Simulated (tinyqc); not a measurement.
Energy against coordination: Gupta-type many-body potential for a metal. Computed by tinyqc, a small Python program. Command: `OMP_NUM_THREADS=1 python tinyqc.py 3013102 3013103 out.jsonl gupta walk`. One thread of a shared host (Intel(R) Xeon(R) Processor @ 2.30GHz), about 0.01 s of CPU time with the checks.

E_i = sum_j A exp(-p (r_ij/r0 - 1)) - xi rho_i^gamma, with rho_i = sum_j exp(-2 q (r_ij/r0 - 1)); gamma = 1/2 is the tight-binding second-moment form. The crystal is fcc unless stated; d is the neighbour distance and a fixed number of shells is kept.

Inputs (values chosen for the exercise, modelled on platinum):
```
quantity                  value      unit
repulsion A               0.301        eV
hopping xi                 2.67        eV
decay p                    10.6         -
decay q                     4.1         -
reference distance r0     2.775  angstrom
embedding exponent gamma    0.5         -
```

Method. Nearest neighbours only, z equal bonds relaxed to their best length: r/r0 = 1 + ln[A p z^(1 - gamma)/(2 q gamma xi)]/(p - 2 q gamma), E = z A exp(-p (r/r0 - 1)) - xi [z exp(-2 q (r/r0 - 1))]^gamma.

Relaxed bonds:
```
z   r (angstrom)  E per atom (eV)  E/z (eV)
1         2.2487          -3.5633   -3.5633
2         2.3966          -4.0497   -2.0248
3         2.4832          -4.3645   -1.4548
4         2.5446          -4.6025   -1.1506
6         2.6311          -4.9603   -0.8267
8         2.6925          -5.2308   -0.6539
9         2.7177          -5.3458   -0.5940
12        2.7791          -5.6374   -0.4698
```

What follows from these numbers?

Bonds lengthen from 2.249 to 2.779 angstrom between z = 1 and 12, and |E| grows as z^0.185, the exponent gamma (p - 2q)/(p - 2 q gamma) = 0.185; pair bonds would give z^1 at a fixed length.

Extremes, crossings and ranges named in words are read from the listed rows.
